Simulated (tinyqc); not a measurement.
Channel direction: nanosheet or nanowire with hard walls, valleys of the Si type.

Six ellipsoidal valleys along the cube axes: inverse mass tensor w = 1/mt + (1/ml - 1/mt) a a^T with a the unit axis. Device axes: x along the channel, z = [001], y = z x x.

Hard walls around a W x H rectangle. The block w_c of w in (y, z) confines; the transport mass follows from 1/m_x = w_xx - w_xc w_c^-1 w_cx. The cross-section problem c (w_yy ky^2 + 2 w_yz ky kz + w_zz kz^2), c = hbar^2/2m0, is solved in products sin(n pi y/W) sin(l pi z/H), n, l = 1 to 12; if w_yz = 0 the levels are c pi^2 (w_yy n^2/W^2 + w_zz l^2/H^2). The w_yz term couples (n, l) to (n', l') by -2 c w_yz D_nn'(W) D_ll'(H) with D_nm(L) = 4 n m/(L (n^2 - m^2)) for n + m odd and 0 otherwise.

Without degeneracy the line density is N1 exp((EF - Ec)/kB T) with N1 = sum 2 g sqrt(m_x kB T/(4 pi c)) exp(-E/kB T), here over n, l up to 80 where w_yz = 0 and over all levels of a 12 x 12 sine basis otherwise; the classical value is W H Nc with Nc = 2 g_all (m_dos kB T/(4 pi c))^(3/2), m_dos = (ml mt^2)^(1/3); dVt = kB T ln(W H Nc/N1).

Constants: hbar^2/2m0 = 3.80998211 eV angstrom^2; kB = 8.617333262e-05 eV/K.

Parameters, chosen for this exercise (near those of Si; not measured data):
```
symbol  value  unit      meaning
ml      0.907  m0        longitudinal mass
mt      0.19   m0        transverse mass
T       77     K         temperature
g_all   6                number of valleys
W       255    angstrom  width, along y
H       60     angstrom  height, along z = [001]
```

The same rectangle along [100] and [110]; groups ordered by w_zz, then w_yy.

Lowest level of each group:
```
channel, group  valleys g   w_yy   w_zz  |w_yz|  m_x (m0)  E (eV)
[100] A                 2  5.263  1.103   0.000     0.190  0.0146
[100] B                 2  1.103  5.263   0.000     0.190  0.0556
[100] C                 2  5.263  5.263   0.000     0.907  0.0580
[110] A                 2  5.263  1.103   0.000     0.190  0.0146
[110] B                 4  3.183  5.263   0.000     0.548  0.0568
```

The lowest subband has m_x = 0.190 m0 and 2 valleys along [100], and 0.190 m0 and 2 valleys along [110]; its edge lies at 0.0146 and 0.0146 eV. These valleys have their axis along z, so turning the channel in the wafer plane leaves them alone; only the higher groups change.

(tinyqc, `OMP_NUM_THREADS=1 python tinyqc.py 1282252 1282253 out.jsonl`, Intel(R) Xeon(R) Processor @ 2.30GHz, 1 thread, shared host, about 0.02 s.)
